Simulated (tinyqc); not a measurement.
Plane-wave Kohn-Sham cycle with exchange-only LDA in a layered model solid, step by step. One step of it, computed by the program tinyqc.

Task: Iteration 2: potential. V_H(G) = 4 pi rho(G)/G^2 for G != 0 (uniform background); v_x = -(3 rho/pi)^(1/3); V = V_ext + V_H + v_x; Fourier components f(G_m) = (1/N) sum_j f(x_j) exp(-i G_m x_j).

A solid whose potential varies along x alone (atomic units):
```
parameter                      value
period a                   12.200000
cross-section of the cell  28.000000
electrons per cell                 4
grid points                       16
plane waves -n..n, n               3
k points                           3
V1 in V1 cos(2 pi x/a)     -0.670000
```

density after iteration 1 (e/bohr^3): 0.01303580  0.01332811  0.01329796  0.01227509  0.01118310  0.01068893  0.01056890  0.01054627  0.01054111  0.01054627  0.01056890  0.01068893  0.01118310  0.01227509  0.01329796  0.01332811

Give: Potentials on the grid; V(G_m), m = 0, 1, 2, ....

Result:

Potentials on the grid (hartree):
```
x          V_ext      V_H      v_x        V
0.0000   -0.6700   0.0767  -0.2318  -0.8250
0.7625   -0.6190   0.0717  -0.2335  -0.7808
1.5250   -0.4738   0.0550  -0.2333  -0.6521
2.2875   -0.2564   0.0274  -0.2272  -0.4562
3.0500         0  -0.0043  -0.2202  -0.2246
3.8125    0.2564  -0.0326  -0.2169   0.0069
4.5750    0.4738  -0.0537  -0.2161   0.2040
5.3375    0.6190  -0.0664  -0.2160   0.3366
6.1000    0.6700  -0.0707  -0.2159   0.3834
6.8625    0.6190  -0.0664  -0.2160   0.3366
7.6250    0.4738  -0.0537  -0.2161   0.2040
8.3875    0.2564  -0.0326  -0.2169   0.0069
9.1500         0  -0.0043  -0.2202  -0.2246
9.9125   -0.2564   0.0274  -0.2272  -0.4562
10.6750  -0.4738   0.0550  -0.2333  -0.6521
11.4375  -0.6190   0.0717  -0.2335  -0.7808
```

V(G_m), m = 0, 1, 2, ... (hartree): -0.2234  -0.3024  0.0009  0.0002  0.0003  0.0001  0.0000
